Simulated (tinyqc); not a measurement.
Inside a calculation: deformation-potential model of the X valleys of a conduction band. Values are carried at full precision from step to step, so a last printed digit may differ when a step is redone from the rounded ones.

s11 = (C11 + C12)/((C11 - C12)(C11 + 2 C12)), s12 = -C12/((C11 - C12)(C11 + 2 C12)), s44 = 1/C44; exx = s11 sxx + s12 (syy + szz) and cyclic, exy = s44 sxy/2; tension is positive. A uniaxial stress X along the unit vector n is s_ij = X n_i n_j.

Constants: kB = 8.617333262e-05 eV/K; hbar^2/2m0 = 3.80998211 eV angstrom^2.

Parameters, chosen for this exercise (near those of AlAs; shifted at random, so the results belong to these values and not to a real crystal):
- C11 = 126.1 GPa
- C12 = 53.1 GPa
- C44 = 54.5 GPa
- load = uniaxial [100] (kind of stress)
- X = 1.05 GPa (stress)
- Xd = 0.99 eV (dilation potential)
- Xu = 6.05 eV (uniaxial potential)
- T = 300 K (temperature)
- ml = 1.07 m0 (longitudinal mass)
- mt = 0.203 m0 (transverse mass)

## Strain from a uniaxial [100] stress

Form the compliances and the strain.

s11, s12, s44 (1/TPa): 10.5673  -3.1313  18.3486

strain tensor:
```
          x          y          z
x  0.011096   0.000000   0.000000
y  0.000000  -0.003288   0.000000
z  0.000000   0.000000  -0.003288
```

## Valley shifts

Valleys with axes along x, y and z, one whole valley each. Herring-Vogt shift of a valley with unit axis a: dE = Xd tr(e) + Xu a.e.a. Non-degenerate shares n_i = exp(-dE_i/kT)/sum_j exp(-dE_j/kT). Inverse mass tensor of a valley: (1 - a a)/mt + a a/ml; the masses are taken as independent of strain.

Apply the Herring-Vogt formula to each valley.

Xd tr(e) = 4.47 meV

a.e.a: x 0.011096, y -0.003288, z -0.003288

shifts dE (meV): x 71.60, y -15.42, z -15.42

The lowest valleys are y and z, 87.0 meV below the highest; the mean shift over all valleys is (Xd + Xu/3) tr(e) = 13.59 meV.

## Shares of the electrons

Boltzmann factors of the shifts.

kT = 25.852 meV

shares: x 0.0170, y 0.4915, z 0.4915

effective number of valley axes, 1/(largest share) = 2.035

## Conductivity mass tensor

With one scattering time for all valleys the conductivity goes as M = sum_i n_i (inverse mass tensor of valley i); along the unit vector u, 1/m_c = u.M.u. Without stress 1/m_c = (1/ml + 2/mt)/3. Take u along [100].

M (1/m0):
```
       x      y      z
x  4.858  0.000  0.000
y  0.000  2.964  0.000
z  0.000  0.000  2.964
```

m_c along [100] = 0.2058 m0
m_c without stress = 0.2781 m0

The repopulation alone changes the mobility along [100] by +35.1 %; with all electrons in the valleys lightest or heaviest along this direction it would change by +37 or -74 %.

## Effective density of states

Each of the 3 whole valleys has m_d = (ml mt^2)^(1/3) and N = 2 (m_d kT/(4 pi c))^(3/2), c = hbar^2/2m0. Counted from the lowest edge, Nc = N x sum_i exp(-(dE_i - dE_min)/kT). 1 angstrom^-3 = 1e24 cm^-3.

m_d = 0.3533 m0
N of one valley = 5.269e+18 cm^-3
Nc under stress = 1.072e+19 cm^-3
Nc without stress = 1.581e+19 cm^-3

## Piezoresistance from repopulation

For small stress d(rho)/rho = pi X. For valleys on the cube axes pi11 = -(2/3) Xu (s11 - s12)/kT x (K - 1)/(2K + 1), pi12 = -pi11/2, pi44 = 0, K = ml/mt. For stress along [110]: pi_l = (pi11 + pi12 + pi44)/2 with the current along it and pi_t = (pi11 + pi12 - pi44)/2 with the current along [1-10]. 1/GPa = 100 x 1e-11/Pa.

K = 5.271

pi11, pi12, pi44 (1e-11/Pa): -79.1  39.5  0.0

pi_l, pi_t for [110] (1e-11/Pa): -19.8  -19.8

Only the transfer between valleys is counted; changes of mass and of intervalley scattering add to it in a real crystal.

## Checks

- Conductivity mass at zero stress against 3/(1/ml + 2/mt): both 0.2781178.
- Piezoresistance coefficients by finite differences against the closed form: largest difference 1.1e-08.

(tinyqc, `OMP_NUM_THREADS=1 python tinyqc.py 1081548 1081549 out.jsonl`, Intel(R) Xeon(R) Processor @ 2.30GHz, 1 thread, shared host, about 0.02 s.)
